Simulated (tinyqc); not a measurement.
Scaling with the misfit: strain-driven roughening and islands of a mismatched epitaxial film. Computed by tinyqc, a small Python program. Command: `OMP_NUM_THREADS=1 python tinyqc.py 3003833 3003834 out.jsonl island walk`. One thread of a shared host (Intel(R) Xeon(R) Processor @ 2.30GHz), about 0.01 s of CPU time with the checks.

Film and substrate share isotropic elastic constants; the film is coherent and biaxially strained.

Inputs (values chosen for the exercise, modelled on GaN on AlN): misfit |f| = 0.0231; shear modulus G = 123 GPa; Poisson ratio nu = 0.19; surface energy gamma = 1.76 J/m^2; contact angle of the shallow shape theta_1 = 13.7 degrees; contact angle of the steep shape theta_2 = 28.4 degrees; facet energy of shape 1 over gamma = 1; facet energy of shape 2 over gamma = 1.04; surface mobility D_s nu_s Omega^2/(k_B T) = 7.8e-33 m^6/(J s).

Transport: surface diffusion.

Constants: e = 1.602176634e-19 C.

Method:
- M = 2 G (1 + nu)/(1 - nu); stress = M f; energy density w = M f^2.
- A ripple A cos(k x) has the surface chemical potential per volume [gamma k^2 - 2 (1 + nu) w k] A cos(k x), so k_c = 2 (1 + nu) w/gamma. With surface diffusion the amplitude grows at the rate q = B k^2 [2 (1 + nu) w k - gamma k^2], fastest at k_m = (3/4) k_c. B is the surface mobility.
- Shallow faceted island (Tersoff form): E = 4 Gam V^(2/3) tan^(1/3)(theta) - 6 c V tan(theta), Gam = gamma [x/sin(theta) - 1/tan(theta)], x the facet energy over gamma, c = stress^2 (1 - nu)/(2 pi G).
- The barrier is the maximum of E, at V_c = [4 Gam/(9 c)]^3 / tan^2(theta) (1 GPa nm = 1 J/m^2).
- V_c = [4 Gam/(9 c)]^3/tan^2(theta), barrier = (4/3) Gam V_c^(2/3) tan^(1/3)(theta); the growth time is 1/q at k_m.

fastest wavelength = 32.1243 nm

growth time 1/q at k_m = 0.149323 s

critical volume, shape 1 = 35.8174 nm^3

barrier, shape 1 = 11.9429 eV

Misfit scaled at fixed constants:
```
|f| (%)  fastest wavelength (nm)  growth time (s)  V_c of shape 1 (nm^3)  barrier of shape 1 (eV)
0.5775                    513.99       9.7861e+03             1.4671e+05               3.0574e+03
0.8085                    262.24       6.6311e+02             1.9484e+04               7.9586e+02
1.1550                    128.50       3.8227e+01             2.2923e+03               1.9109e+02
1.6170                     65.56       2.5903e+00             3.0444e+02               4.9741e+01
2.3100                     32.12       1.4932e-01             3.5817e+01               1.1943e+01
3.2340                     16.39       1.0118e-02             4.7569e+00               3.1088e+00
```

What does the comparison show, and why?

Halving the misfit stretches the wavelength 4 times, the barrier 16 times, the volume 64 times and the time 256 times: f^(-2), f^(-4), f^(-6), f^(-8). Over these rows the time spans 6.0 decades: strongly mismatched films tend to roughen first, while dilute alloys have time to stay flat. Rows with wavelengths under 10 nm or volumes under 5 nm^3 are beyond the continuum picture.

Extremes, crossings and ranges named in words are read from the listed rows.
